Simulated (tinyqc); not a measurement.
Sheet resistance and Hall data of a diffused or implanted layer. Which input was changed? Computed by tinyqc, a small Python program. Command: `OMP_NUM_THREADS=1 python tinyqc.py 3020007 3020008 out.jsonl layer which`. One thread of a shared host (Intel(R) Xeon(R) Processor @ 2.30GHz), about 0.05 s of CPU time with the checks.

Carriers are taken equal to the net active doping down to the junction (full ionisation, which deep dopants in wide-gap hosts do not reach; no spill-over, no depletion), and the Hall factor is 1.

Inputs (values chosen for the exercise, modelled on silicon in GaN):

| quantity | value | unit |
|---|---|---|
| mu_min | 55.4 | cm^2/(V s) |
| mu_max | 1000 | cm^2/(V s) |
| N_ref | 1.9e+17 | 1/cm^3 |
| exponent alpha | 1 | - |
| peak concentration N_0 | 6.9e+17 | 1/cm^3 |
| length scale l | 56 | nm |
| background doping N_B (opposite type) | 2.3e+16 | 1/cm^3 |

Profile: Gaussian at the surface. Activation: complete.

Constants: e = 1.602176634e-19 C.

Method:
- N(x) = N_0 exp(-x^2/l^2), dose N_0 l sqrt(pi)/2, junction x_j = l sqrt(ln(N_0/N_B)).
- Mobility mu = mu_min + (mu_max - mu_min)/(1 + (N_t/N_ref)^alpha), N_t = active doping + N_B; carriers n = active doping - N_B, all dopants active.
- Integrals from x_0 (0 unless stated) to x_j by the midpoint rule on 400 even intervals: 1/R_s = e int n mu dx; sheet density n_s = int n dx; Hall sheet density (int n mu dx)^2/int n mu^2 dx; Hall mobility int n mu^2 dx/int n mu dx.
- Mean conductivity 1/(R_s x_j); mean mobility 1/(e n_s R_s).

Problem. One of these inputs alone was changed, within the range given: length scale l (28 to 112); background doping N_B (opposite type) (1.15e+16 to 4.6e+16); mu_max (500 to 2000); N_ref (9.5e+16 to 3.8e+17). Which one, and to what value?

Results:

| run | Hall mobility (cm^2/(V s)) | Hall sheet density (1/cm^2) | junction depth x_j (nm) |
|---|---|---|---|
| before | 359.2894 | 2.888836e+12 | 103.2771 |
| after | 324.9538 | 2.856408e+12 | 103.2771 |

Solution.

Each candidate set to reproduce Hall mobility, and what it then gives:

| candidate | range searched | value needed | Hall sheet density (1/cm^2) | junction depth x_j (nm) |
|---|---|---|---|---|
| length scale l (nm) | 28 to 112 | no effect | - | - |
| background doping N_B (opposite type) (1/cm^3) | 1.15e+16 to 4.6e+16 | out of reach | - | - |
| mu_max (cm^2/(V s)) | 500 to 2000 | 895.0 | 2.8988e+12 | 103.28 |
| N_ref (1/cm^3) | 9.5e+16 to 3.8e+17 | 1.560e17 | 2.8564e+12 | 103.28 |

Only N_ref fits every result: it went from 1.9e+17 to 1.56e17 1/cm^3. The next best candidate, mu_max, misses one result by 1.5 %.

Caution: the layer is not thick against surface and junction depletion widths, which remove carriers that this model counts.
